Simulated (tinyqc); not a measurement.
# Surface photovoltage measurement of the minority-carrier diffusion length in a wafer, step by step

A worked calculation. Computed by tinyqc, a small Python program that keeps every step. Command: `OMP_NUM_THREADS=1 python tinyqc.py 3130271 3130272 out.jsonl spv walk`. One thread of a shared host (Intel(R) Xeon(R) Processor @ 2.30GHz), about 0.01 s of CPU time with the checks. Intermediate numbers are printed to about 6 digits and carried at full precision; extremes and crossings named in words are read from the listed rows.

Low injection, steady light, a depletion layer much thinner than 1/alpha and L. The excess density dn is taken at the front edge of the neutral region; light that reaches the back is lost.

Inputs (values chosen for the exercise, modelled on p-type silicon at room temperature):
```
quantity                                              value               unit
diffusion length L                                      600         micrometre
wafer thickness W                                       525         micrometre
diffusivity D                                          28.9             cm^2/s
front recombination velocity S_f                       1500               cm/s
back recombination velocity S_b                       69000               cm/s
photon flux entering                                9.5e+11         1/(cm^2 s)
minority density at the surface barrier scale n_0   3.2e+10             1/cm^3
temperature T                                           298                  K
wavelength                                              947                 nm
relative noise of each reading                            1                  %
diffusion length after pair splitting over L           0.82                  -
iron factor C                                      1.09e+16  micrometre^2/cm^3
```

Constants: k_B = 8.617333262e-05 eV/K.

## One wavelength

alpha = (84.732/lambda - 76.417)^2 per cm with lambda in micrometre (an empirical fit for silicon between 0.7 and 1.05 micrometre). Thick wafer: dn = Phi L/((S_f + D/L)(L + 1/alpha)). Finite wafer, with s = S_b L/D, w = W/L, a = alpha L: dn = [Phi a/(a^2 - 1)] [a - B - exp(-alpha W)(a - s)/(cosh w + s sinh w)]/(S_f + B D/L), B = (sinh w + s cosh w)/(cosh w + s sinh w). Photovoltage V = (k_B T/e) ln(1 + dn/n_0). Lifetime = L^2/D.

alpha = 170.489 1/cm

penetration depth 1/alpha = 58.6549 micrometre

dn, thick wafer = 4.36703e+08 1/cm^3

B = 1.41361

dn, finite wafer = 3.79033e+08 1/cm^3

photovoltage V = 0.302383 mV

lifetime = 124.567 microsecond

## The linear plot

normal deviates g for the noise: -0.04  -0.52  -0.69  2.13  0.99  1.02  -0.38

Readings y = (Phi/dn) (1 + noise x g) at 780, 830, 880, 920, 950, 975 and 995 nm; a least-squares line y = c (1/alpha + L_app) gives L_app = intercept/slope.

Readings:
```
lambda (nm)  1/alpha (micrometre)  y (cm/s)  line (cm/s)
780                         9.636   2230.08      2224.83
830                        15.176   2248.56      2259.47
880                        25.330   2299.19      2322.97
920                        40.658   2451.99      2418.83
950                        61.278   2547.20      2547.79
975                        90.917   2737.75      2733.14
995                       130.888   2975.36      2983.11
```

slope = 6.25381 cm/(s micrometre)

apparent length L_app = 346.119 micrometre

error of L_app (rounded to 0.001) = -42.314 %

Without noise the error would be -42.0 %, from the finite thickness at W/L = 0.9. S_f scales all readings alike and leaves L_app unchanged.

## Where the wafer is too thin

No noise; L is varied at fixed W, and the last two columns set S_b to 0 and to 1e7 cm/s.

Apparent length (micrometre):
```
L           W/L  given S_b  S_b = 0  S_b = 1e7
26.2    20.0382     26.200    26.20     26.200
52.5    10.0000     52.500    52.50     52.500
105.0    5.0000    104.833   105.12    104.821
158.0    3.3228    155.651   159.99    155.538
262.0    2.0038    237.314   285.49    236.610
420.0    1.2500    309.676   544.35    307.876
682.0    0.7698    358.153  1138.20    355.293
1100.0   0.4773    381.800  2285.07    378.326
2100.0   0.2500    393.834  4581.97    390.023
```

With a fast back surface L_app levels off, at 390 micrometre in the last row; with a passive one it reaches up to 2.18 times L among these rows and is 4580 in the last. All three columns are within 5 % of L down to W/L = 3.3.

## Iron from two lengths

Splitting iron-boron pairs in boron-doped silicon shortens L; with nothing else changing, [Fe] = C (1/L_after^2 - 1/L^2). It is evaluated with the true lengths and with the apparent ones (without noise), which differ when the wafer is not thick against L.

L_after = 492 micrometre

[Fe] from the true lengths = 1.47516e+10 1/cm^3

[Fe] from the apparent lengths = 1.09340e+10 1/cm^3

bias, apparent over true less 1 (rounded to 0.001) = -25.879 %

Checks made by the program: dn against a finite-difference solution (relative difference 5e-07).
